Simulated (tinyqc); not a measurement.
# Worked calculation: p-type polysilicon, carrier trapping at grain boundaries

tinyqc, about 0.01 s, one thread, Intel Xeon 2.30GHz (shared host): `OMP_NUM_THREADS=1 python tinyqc.py 2830028 2830029 out.jsonl` Printed values are rounded.

One-dimensional grains of size Lg, uniform ionised doping N, monovalent traps Qt at each boundary at a depth Et below (for electrons) or above (for holes) the band edge there, abrupt depletion of width W on each side of a boundary, Boltzmann statistics. xi is the distance from the band edge at the grain centre to the Fermi level. Trapped charge Qt/(1 + exp((xi + VB - Et)/Vt)) = 2 N W, barrier VB = q N W^2/(2 eps0 eps_r).

Values chosen for this exercise; values of the order met in polycrystalline silicon:

| symbol | value | unit | meaning |
|---|---|---|---|
| T | 350 | K | temperature |
| eps_r | 11.7 |  | relative permittivity |
| NB | 3.34e19 | cm^-3 | valence-band density of states at T |
| Lg | 56 | nm | grain size |
| Qt | 6.1e11 | cm^-2 | trap density of a grain boundary |
| Et | 0.39 | eV | depth of the trap level from the majority band edge at the boundary |
| ms | 0.36 | m0 | mass for thermionic emission |
| fe | 0.25 |  | correction factor of the emission rate |
| N | 2.3e16 | cm^-3 | doping |

Constants: q = 1.602176634e-19 C, kB = 1.380649e-23 J/K, m0 = 9.1093837015e-31 kg, Vt = kB T/q, eps0 = 8.8541878128e-14 F/cm where lengths are in cm. Results are converted to the units shown.

Range of the model: VB is below Vt, where abrupt depletion and thermionic emission are rough.

## Depletion width, Fermi level and barrier

If the trap equation with xi = Vt ln(NB/N) has a root W < Lg/2, the grain is partly depleted; otherwise W = Lg/2 and the trap equation gives xi = Et - VB + Vt ln(Qt/(N Lg) - 1). N* = Qt/Lg.

N* = 1.089286e17 cm^-3
W = 28 nm
xi = 0.4158084 V
VB = 0.01394407 V
share of traps filled = 0.2111475

N is 0.211 N*, and the grain is fully depleted; VB = 0.462 Vt.

## Resistivity and effective mobility

n0 = NB exp(-xi/Vt); mean density n0 (1 - 2 W/Lg) by charge balance in a partly depleted grain, and n0 (sqrt(pi)/2) erf(u)/u with u = sqrt(VB/Vt) in a fully depleted one; v = sqrt(kB T/(2 pi ms m0)); barrier resistivity Vt exp(VB/Vt)/(q fe n0 v Lg); grain resistivity (1 - 2 W/Lg)/(q n0 mug); effective mobility 1/(q mean density total resistivity).

n0 = 3.438505e13 cm^-3
mean density = 2.974683e13 cm^-3
v = 4.842727e6 cm/s
barrier resistivity = 1282.120 ohm cm
grain resistivity = 0.000000 ohm cm
resistivity = 1282.120 ohm cm
effective mobility = 163.6516 cm^2/(V s)

The resistivity is 255 times that of a single crystal with the same N and mobility mug, and the mean density is 0.129 % of N. The effective mobility exceeds mug only because drift through the depleted grain is left out.
